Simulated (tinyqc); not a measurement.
# Mobility and doping from two currents

Problem. A trap-free film with injecting contacts is fitted, with diffusion neglected, by J = q mu N V/Lf + (9/8) eps0 eps_r mu V^2/Lf^3. Find mu, N and the voltage at which both terms are equal.

Values chosen for this exercise:
- eps_r = 11.9 (relative permittivity)
- Lf = 1100 nm (film thickness)

Constants: q = 1.602176634e-19 C, eps0 = 8.8541878128e-14 F/cm where lengths are in cm. Results are converted to the units shown.

J at 2.4 and 8 V (A/cm^2): 1.0950623  6.8819236

Answer. J/V is a straight line in V: the slope gives mu and the intercept mu N.

mu = 0.08100 cm^2/(V s)
N = 2.400e15 cm^-3
crossover voltage = 3.925 V

tinyqc, about 2 s, one thread, Intel Xeon 2.30GHz (shared host): `OMP_NUM_THREADS=1 python tinyqc.py 2730009 2730010 out.jsonl`
